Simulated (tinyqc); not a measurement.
## Capacitance measurement on a leaky thin oxide: effects of series resistance and leakage: readings against frequency

The device is a capacitance C in parallel with a leakage conductance G, in series with Rs and Ls. An impedance meter reports either a parallel pair (Cp, Gp) from Y = 1/Z = Gp + i w Cp or a series pair (Cs, Rm) from Z = Rm + 1/(i w Cs); w = 2 pi f, dissipation D = Gp/(w |Cp|).

EOT = 3.9 tox/eox; CET = EOT + zc + zp; C = 3.9 eps0 A/CET; G = Jg A/Vs. Z = Rs + i w Ls + 1/(G + i w C); CET read from Cp = 3.9 eps0 A/Cp; errors under 0.001 % are printed as 0.

Inputs (values chosen for the exercise); values of the order met in thin-oxide MOS capacitors: relative permittivity of the gate insulator (close to silicon dioxide) eox = 3.9; insulator thickness tox = 2.9 nm; gate area A = 100 um^2; oxide-equivalent thickness added by the accumulation layer zc = 0.33 nm; oxide-equivalent thickness added by gate depletion zp = 0 nm; gate leakage current density, not matched to the thickness Jg = 0.044 A/cm^2; voltage for an e-fold rise of the leakage Vs = 0.28 V; series resistance Rs = 210 ohm; series inductance Ls = 0 nH.

Constants: eps0 = 8.8541878128e-14 F/cm where lengths are in cm. Results are converted to the units shown.

The same in every row: C (pF) = 1.069.

Readings against frequency:
```
f (Hz),Cp (pF),Cs (pF),D,error of Cp (%),error of Cs (%),CET read from Cp (nm)
1000,1.069,586.2,23.39,-6.60e-3,5.47e4,3.230
3000,1.069,66.08,7.798,-6.60e-3,6080,3.230
10000,1.069,6.920,2.339,-6.60e-3,547,3.230
30000,1.069,1.719,0.7799,-6.60e-3,60.8,3.230
1e5,1.069,1.128,0.2341,-6.60e-3,5.47,3.230
3e5,1.069,1.076,0.07841,-6.62e-3,0.608,3.230
1e6,1.069,1.070,0.02481,-6.80e-3,0.0547,3.230
3e6,1.069,1.069,0.01203,-8.39e-3,6.08e-3,3.230
1e7,1.069,1.069,0.01645,-0.0265,0,3.231
3e7,1.067,1.069,0.04310,-0.185,0,3.236
```

Read the table: what changes, and by how much?

D goes from 23.4 through a minimum of 0.0120 (at f = 3e6 Hz among the rows listed) to 0.0431; without inductance its minimum lies at f = sqrt(G (1 + G Rs)/Rs)/(2 pi C) = 4.07e6 Hz. The error of Cp goes from -0.00660 to -0.185 % and that of Cs from 54700 to 0 %; at low frequency Cp tends to C/(1 + G Rs)^2 and Cs grows as 1 + (G/(w C))^2. One of the two readings is within 2 % of C for f = 1000, 3000, 10000, 30000, 1e5, 3e5, 1e6, 3e6, 1e7, 3e7 Hz. For f = 1000, 3000, 10000 D exceeds 1, where the accuracy of real meters degrades in proportion to sqrt(1 + D^2).

Computed by the program tinyqc: `OMP_NUM_THREADS=1 python tinyqc.py 2022062 2022063 out.jsonl`, one thread of a shared Intel Xeon 2.30GHz, about 0.01 s for the whole run.
